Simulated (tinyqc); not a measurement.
From results back to parameters: propagation of a band-gap error through k.p and effective-mass formulas. Two cases, with inputs chosen for the exercise.

Problem. A calculation returned the electron mass below. With 1/me = 1 + Ep (E + 2 Dso/3)/(E (E + Dso)) and the given Ep and Dso, which gap E did it have, and by what factor is exp(-E/2kT) off against the gap Eg?

Constants: kB = 8.617333262e-05 eV/K.

Case 1.

Values chosen (reference values near those of CdTe, gap at low temperature; the results hold for these values, not for the real material): Eg = 1.587 eV (gap at Gamma to the s-like level); Dso = 0.912 eV (spin-orbit splitting); Ep = 18.8 eV (Kane energy); T = 400 K (temperature).

me = 0.0323230 m0

Case 2.

Values chosen (reference values near those of CdTe, gap at low temperature; the results hold for these values, not for the real material): Eg = 1.613 eV (gap at Gamma to the s-like level); Dso = 0.903 eV (spin-orbit splitting); Ep = 19.1 eV (Kane energy); T = 300 K (temperature).

me = 0.1018360 m0

Find: X = 1/me - 1; E; log10 of the factor.
Solution. X E^2 + (X Dso - Ep) E - (2/3) Ep Dso = 0 has one positive root; the factor is exp((Eg - E)/2kT).

Case 1.

X = 1/me - 1 = 29.938
E = 0.492 eV
log10 of the factor = 6.90

Case 2.

X = 1/me - 1 = 8.820
E = 1.936 eV
log10 of the factor = -2.71

Computed by tinyqc, one run a case: `OMP_NUM_THREADS=1 python tinyqc.py N N+1 out.jsonl` with N = 1851057, 1851063; one thread of a shared Intel(R) Xeon(R) Processor @ 2.30GHz, about 0.01 s a run at most.
